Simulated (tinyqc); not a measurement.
Inside a calculation. Method: RKS/PBE0 in the 6-31g basis, for H2, spin multiplicity 1. One step of it, computed by the program tinyqc.

Question. Iteration 2: diagonalisation and new density. Diagonalise F' = X^T F X, C = X C', fill 1 alpha and 1 beta electrons from the bottom; D = 2 C_occ C_occ^T; the new density keeps 0.3 of the old one (damping). Each column has its largest component positive (the first on a tie).

Kohn-Sham matrix F (hartree), order 1H 1s, 1H 2s, 2H 1s, 2H 2s:
$$\begin{pmatrix}
0.034184 & -0.353137 & -0.328429 & -0.319184 \\
-0.353137 & -0.225893 & -0.319184 & -0.249258 \\
-0.328429 & -0.319184 & 0.034184 & -0.353137 \\
-0.319184 & -0.249258 & -0.353137 & -0.225893
\end{pmatrix}$$

X, order 1H 1s, 1H 2s, 2H 1s, 2H 2s:
$$\begin{pmatrix}
1.261148 & -0.497603 & -0.089588 & 0.043800 \\
-0.497603 & 1.767965 & 0.043800 & -0.790243 \\
-0.089588 & 0.043800 & 1.261148 & -0.497603 \\
0.043800 & -0.790243 & -0.497603 & 1.767965
\end{pmatrix}$$

D after iteration 1, order 1H 1s, 1H 2s, 2H 1s, 2H 2s:
$$\begin{pmatrix}
0.228726 & 0.184699 & 0.228726 & 0.184699 \\
0.184699 & 0.162596 & 0.184699 & 0.162596 \\
0.228726 & 0.184699 & 0.228726 & 0.184699 \\
0.184699 & 0.162596 & 0.184699 & 0.162596
\end{pmatrix}$$

overlap S, order 1H 1s, 1H 2s, 2H 1s, 2H 2s:
$$\begin{pmatrix}
1.000000 & 0.658292 & 0.316275 & 0.446670 \\
0.658292 & 1.000000 & 0.446670 & 0.788249 \\
0.316275 & 0.446670 & 1.000000 & 0.658292 \\
0.446670 & 0.788249 & 0.658292 & 1.000000
\end{pmatrix}$$

Give: F' = X^T F X; orbital energies; coefficients C; D after iteration 2.

Answer.

F' = X^T F X (hartree):
$$\begin{pmatrix}
0.4656 & -0.4831 & -0.2525 & -0.0583 \\
-0.4831 & 0.2175 & -0.0583 & -0.1357 \\
-0.2525 & -0.0583 & 0.4656 & -0.4831 \\
-0.0583 & -0.1357 & -0.4831 & 0.2175
\end{pmatrix}$$

orbital energies (hartree): MO1 -0.3978, MO2 0.0733, MO3 0.6928, MO4 0.9980

coefficients C, order 1H 1s, 1H 2s, 2H 1s, 2H 2s:
$$\begin{pmatrix}
0.3092 & 0.2058 & 0.8329 & -1.0082 \\
0.3047 & 1.2999 & -0.6987 & 1.3149 \\
0.3092 & -0.2058 & 0.8329 & 1.0082 \\
0.3047 & -1.2999 & -0.6987 & -1.3149
\end{pmatrix}$$

D after iteration 2, order 1H 1s, 1H 2s, 2H 1s, 2H 2s:
$$\begin{pmatrix}
0.2025 & 0.1873 & 0.2025 & 0.1873 \\
0.1873 & 0.1787 & 0.1873 & 0.1787 \\
0.2025 & 0.1873 & 0.2025 & 0.1873 \\
0.1873 & 0.1787 & 0.1873 & 0.1787
\end{pmatrix}$$
